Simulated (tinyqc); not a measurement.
Dopants and charged point defects at anneal temperature: Fermi-level effect, clustering and pairing. From active density A back to cluster binding energy E_b. Computed by tinyqc, a small Python program. Command: `OMP_NUM_THREADS=1 python tinyqc.py 3015873 3015874 out.jsonl pairing inv`. One thread of a shared host (Intel(R) Xeon(R) Processor @ 2.30GHz), about 0.05 s of CPU time with the checks.

Boltzmann statistics and full ionisation of active dopants. Energies are counted from the valence band; the defect (a vacancy or self-interstitial) has five charge states, with all degeneracy factors one.

Inputs (values chosen for the exercise, with bands modelled on silicon):
```
quantity                       value   unit
gap at 0 K E_g0                 1.15     eV
Varshni alpha               0.000485   eV/K
Varshni beta                     615      K
electron mass m_e              0.316    m_0
valleys M_c                        6      -
hole mass m_h                  0.831    m_0
anneal temperature T             960      K
total dopant density N       3.2e+19  cm^-3
site density N_s             3.2e+22  cm^-3
dopant atoms per cluster k         4      -
```

Dopant: acceptor. Second part: clustering of the dopant.

Constants: m_0 = 9.1093837015e-31 kg; k_B = 1.380649e-23 J/K; h = 6.62607015e-34 J s; k_B = 8.617333262e-05 eV/K.

Method:
- E_g = E_g0 - alpha T^2/(T + beta).
- N_c = 2 M_c (2 pi m_e k_B T/h^2)^(3/2) and N_v = 2 (2 pi m_h k_B T/h^2)^(3/2), masses in units of m_0.
- n_i = sqrt(N_c N_v) exp(-E_g/2 k_B T); E_i = E_g/2 + (k_B T/2) ln(N_v/N_c).
- p = A/2 + sqrt(A^2/4 + n_i^2) for an active density A.
- k ionised dopants and k carriers form one neutral cluster: C = N_s (A/N_s)^k (p/N_b)^k exp(E_b/k_B T), N_b the effective density of states of the majority band, and N = A + k C (60 bisections in ln A between ln N - 90 and ln N).

Problem. A run gave the result below. Find the cluster binding energy E_b, known to lie between 1.8 and 2.8 eV.

active density A = 2.104506e+19 cm^-3

Solution.

Each step takes the trial c = (a f_b - b f_a)/(f_b - f_a), f being the result less the target and a, b, c the logarithms of the listed values; c replaces end b, the old b replaces a if the sign of f changed, and otherwise f_a is halved.

Scan of the range:
```
cluster binding energy E_b (eV)  active density A (cm^-3)
1.80                                          3.02690e+19
1.94                                          2.75587e+19
2.09                                          2.37392e+19
2.24                                          1.98553e+19
2.42                                          1.56896e+19
2.60                                          1.22363e+19
2.80                                          9.19708e+18
```

False position (Illinois rule, in the logarithm of the input) inside the bracket:
```
step    end a    end b    trial  active density A (cm^-3)
1     2.09000  2.24000  2.19294               2.10466e+19
2     2.24000  2.19294  2.19300               2.10451e+19
3     2.19294  2.19300  2.19300               2.10451e+19
```

Active density A falls at every point of a 13-point scan of the range (every second point is shown), so one value fits; it is bracketed by 2.09 and 2.24. Answer: cluster binding energy E_b = 2.193 eV.
